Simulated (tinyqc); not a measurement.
Ellipsometry and reflectance of a transparent film on an absorbing substrate: one step of the calculation.

Air (index 1), film, substrate with N2 = n2 - i k2; time factor exp(+i w t). q_j = sqrt(N_j^2 - sin^2 th), root with positive real part. Fresnel coefficients r_s = (q_a - q_b)/(q_a + q_b), r_p = (N_b^2 q_a - N_a^2 q_b)/(N_b^2 q_a + N_a^2 q_b). tan(Psi) exp(i Delta) = R_p/R_s, Delta taken from 0 to 360 degrees.

Problem. Psi, Delta and reflectances. beta = 2 pi d q1/lam, X = exp(-2 i beta), R = (r01 + r12 X)/(1 + r01 r12 X) for p and s.

Parameters, values chosen for the exercise:
- lam = 800 nm (wavelength)
- d = 1.8 nm (film thickness)

q1 = 1.4325767
r01,p = -0.011094518
r01,s = -0.48255611
r12,p = 0.32009671-0.00074408i
r12,s = -0.42943167+0.00075975i

Find: beta; X; R_p; R_s; Psi; Delta; |R_p|^2; |R_s|^2.

Solution.

beta = 0.02025 rad
X = 0.9992-0.0405i
R_p = 0.3098-0.0138i
R_s = -0.7553+0.0096i
Psi = 22.32 degrees
Delta = 178.2 degrees
|R_p|^2 = 0.09617
|R_s|^2 = 0.5706

The bare substrate gives Psi = 22.32 and Delta = 179.89 degrees.

Numbers from tinyqc (`OMP_NUM_THREADS=1 python tinyqc.py 2870174 2870175 out.jsonl`; about 0.01 s on one thread of a shared Intel Xeon 2.30GHz).
